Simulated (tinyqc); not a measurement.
# From one set of inputs to another, one input at a time

Model: Raman shift of the zone-centre optical phonon of a diamond-structure crystal under stress. Computed by tinyqc, a small Python program. Command: `OMP_NUM_THREADS=1 python tinyqc.py 3029399 3029400 out.jsonl ramanstress ladder`. One thread of a shared host (Intel(R) Xeon(R) Processor @ 2.30GHz), about 0.02 s of CPU time with the checks.

Axes x, y, z are the cube axes. Strain shifts the threefold optical mode and can split it; p, q and r are the phonon deformation potentials.

The inputs printed are set A. Inputs not listed in the table keep their values of set A, so the rows need not describe a real material.

Inputs (values chosen for the exercise, modelled on diamond): unstrained frequency omega_0 = 1335 1/cm; p/omega_0^2 = -2.79; q/omega_0^2 = -1.84; r/omega_0^2 = -1.81; C11 = 1084 GPa; C12 = 126.5 GPa; C44 = 571.9 GPa; stress sigma (tension positive) = -1.2 GPa; polarisation angle phi = 75 degree.

Stress state: biaxial. Axis: [110].

Method:
- S11 = (C11 + C12)/D, S12 = -C12/D, D = (C11 - C12)(C11 + 2 C12), S44 = 1/C44.
- Equal biaxial stress in the plane normal to the axis (unit vector n): sigma_ij = sigma (delta_ij - n_i n_j).
- eps_xx = S11 sigma_xx + S12 (sigma_yy + sigma_zz), and cyclic; eps_xy = S44 sigma_xy/2 (tensor strain).
- Secular matrix: M_xx = p eps_xx + q (eps_yy + eps_zz), M_xy = 2 r eps_xy; its eigenvalues are omega^2 - omega_0^2, and the shifts are these over 2 omega_0.
- gamma = -(p + 2q)/(6 omega_0^2); the mean of the three shifts is -gamma omega_0 x (volume strain).
- Backscattering from a (001) surface: incident polarisation (cos phi, sin phi, 0). With Raman tensors (R_z)_xy = (R_z)_yx = 1 and cyclic, only the z component u_z of a mode counts: I = u_z^2 sin^2(2 phi) for parallel and u_z^2 cos^2(2 phi) for crossed polarisers. An unresolved line sits at the intensity-weighted shift, which is M_zz/(2 omega_0).

Each row keeps all changes above it:
```
input moved                           from      to  shift of the observed line (1/cm)  mean shift (1/cm)  shift per stress (1/(cm GPa))
set A                                    -       -                             2.8490             2.5841                        -2.3742
r/omega_0^2                          -1.81  -0.795                             2.8490             2.5841                        -2.3742
C44 (GPa)                            571.9    40.2                             2.8490             2.5841                        -2.3742
C12 (GPa)                            126.5    54.2                             3.1438             2.8975                        -2.6198
q/omega_0^2                          -1.84   -2.01                             3.2520             3.0498                        -2.7100
unstrained frequency omega_0 (1/cm)   1335     220                             0.5359             0.5026                        -0.4466
C11 (GPa)                             1084     113                             3.2904             2.7068                        -2.7420
p/omega_0^2                          -2.79   -1.94                             2.3165             2.3689                        -1.9305
```

Where does the difference come from?

Shift of the observed line goes from 2.85 to 2.32, a factor 0.813 in all. The largest single move comes from C11 (a factor 6.14), but it runs against the net change; the largest move in the direction of the net change is unstrained frequency omega_0 (a factor 0.165). Mean shift goes from 2.58 to 2.37, a factor 0.917 in all. The largest single move comes from unstrained frequency omega_0 (a factor 0.165), and C11 works against it (a factor 5.39). Shift per stress goes from -2.37 to -1.93, +0.444 in all. The largest single move comes from C11 (-2.3), but it runs against the net change; the largest move in the direction of the net change is unstrained frequency omega_0 (+2.26). The single moves hold for this order of the switches; the total does not depend on the order.

Caution (all rows): this stress has components normal to the (001) face, so it cannot reach a free (001) surface; it can act on buried material.

Extremes, crossings and ranges named in words are read from the listed rows.
